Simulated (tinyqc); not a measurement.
Signal and retention of a DRAM cell: effect of temperature.

A stored one starts at Vd and leaks: Cs dV/dt = -I(V), I = a sqrt((V + Vb)/(Vd + Vb)) + b, with a = Ig exp[-(Eg1 q/kB)(1/T - 1/T0)] (generation in a depletion layer) and b = Is exp[-(Es q/kB)(1/T - 1/T0)]. The bit line is precharged to Vd/2, and charge sharing gives the signal (V - Vd/2) Cs/(Cs + Cb).

The cell fails below Vc = Vd/2 + dm (Cs + Cb)/Cs. With s = sqrt((Vc + Vb)/(Vd + Vb)), the time from Vd to Vc is t = [2 Cs (Vd + Vb)/a] [1 - s - (b/a) ln((a + b)/(a s + b))]. This time is the median of a log-normal spread: failing cells = Nc erfc(z/sqrt 2)/2, z = ln(t/tr)/sg.

Values chosen for this exercise:
- Vd = 1.2 V (array voltage)
- Cs = 19 fF (cell capacitance)
- Cb = 64 fF (bit-line capacitance)
- dm = 56 mV (smallest signal that the sense amplifier resolves)
- Vb = 1.27 V (built-in plus back-bias voltage of the storage junction)
- Ig = 0.92 fA (junction leakage at V = Vd and T0)
- Is = 1.7 fA (voltage-independent leakage at T0)
- Es = 0.3 eV (activation energy of Is)
- T0 = 358 K (reference temperature)
- sg = 0.52 (deviation of ln(retention time) over the cells)
- Nc = 4.29e9 (cells)
- tr = 32 ms (refresh interval)
- Eg1 = 0.63 eV (activation energy of Ig)

Constants: q = 1.602176634e-19 C, kB = 1.380649e-23 J/K. Results are converted to the units shown.

Effect of temperature:
```
T (K),a (fA),b (fA),retention time (s),failing cells
298,0.01507,0.2400,26.53,7.075e-29
318,0.07050,0.5003,11.88,1.139e-20
338,0.2748,0.9562,5.531,8.216e-14
358,0.9200,1.700,2.611,5.496e-8
368,1.602,2.214,1.797,2.026e-5
378,2.710,2.844,1.238,0.004432
398,7.164,4.518,0.5915,43.52
```

Read the table: what changes, and by how much?

The retention time falls from 26.5 to 0.592 s, halving every 18.8 K at the hot end. Its apparent activation energy goes from 0.328 to 0.479 eV, between Es = 0.3 and Eg1 = 0.63 eV, as the share of a in the leakage grows from 5.91 to 61.3 %.

Range of the model: Real arrays also hold a tail of unusually leaky cells and cells whose retention varies in time, which this model lacks.

tinyqc, about 0.01 s, one thread, Intel Xeon 2.30GHz (shared host): `OMP_NUM_THREADS=1 python tinyqc.py 2130113 2130114 out.jsonl`
